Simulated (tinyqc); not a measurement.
# Resistive memory cell, filament-gap model with Joule heating, step by step

Numbers from tinyqc (`OMP_NUM_THREADS=1 python tinyqc.py 2880131 2880132 out.jsonl`; about 0.1 s on one thread of a shared Intel Xeon 2.30GHz). Printed values are rounded.

A tunnelling gap g separates the tip of a filament from the electrode. I = I0 exp(-g/g0) sinh(Vd/V0), with Vd = V - I Rs on the device; T = T0 + Rth Vd I at once; the gap closes as dg/dt = -nu exp(-q Ea/(kB T)) sinh(al q Vd/(kB T)). All constants are fitting values of a compact model.

Values chosen for this exercise:

| symbol | value | unit | meaning |
|---|---|---|---|
| T0 | 358 | K | ambient temperature |
| I0 | 0.46 | mA | current scale |
| g0 | 0.32 | nm | tunnelling length |
| V0 | 0.49 | V | voltage scale |
| nu | 10 | m/s | attempt velocity |
| Ea | 1.07 | eV | activation energy |
| al | 0.25 |  | barrier lowering per volt on the device |
| Rth | 4.6e5 | K/W | thermal resistance |
| Rs | 2000 | ohm | series resistance |
| V | 2.74 | V | pulse voltage |

Constants: q = 1.602176634e-19 C, kB = 1.380649e-23 J/K. Results are converted to the units shown.

## Iteration 1: voltage on the device

Vd at the start = 2.74 V
g = 1.8 nm

I = I0 exp(-g/g0) sinh(Vd/V0); f = Vd + Rs I - V, f' = 1 + Rs (I0/V0) exp(-g/g0) cosh(Vd/V0), Vd(new) = Vd - f/f'.

I = 222.494 uA
f' = 1.90817
Vd after iteration 1 = 2.50680 V

## Iteration 2: voltage on the device

As before.

I = 138.235 uA
f' = 1.56427
Vd after iteration 2 = 2.47914 V

## Course of the iteration: voltage on the device

Stop when Vd changes by less than 1e-10 V, or after 30 iterations.

Course of the iteration:
```
iteration,Vd (V),|change| (V)
1,2.50680,0.233
2,2.47914,0.0277
3,2.47886,2.82e-4
4,2.47886,2.82e-8
5,2.47886,< 1e-13
```

Converged in 5 iterations. At the end the number of correct digits about doubles with each step.

## Current, temperature and closing rate

Vd = 2.47886 V

I, T and dg/dt as above.

I = 130.572 uA
T = 506.888 K
lowered barrier Ea - al Vd = 0.450286 eV
-dg/dt = 1.66710e-4 nm/ns

Without heating the rate would be 2.29e-6 nm/ns, so heating by 149 K multiplies it by 72.8.
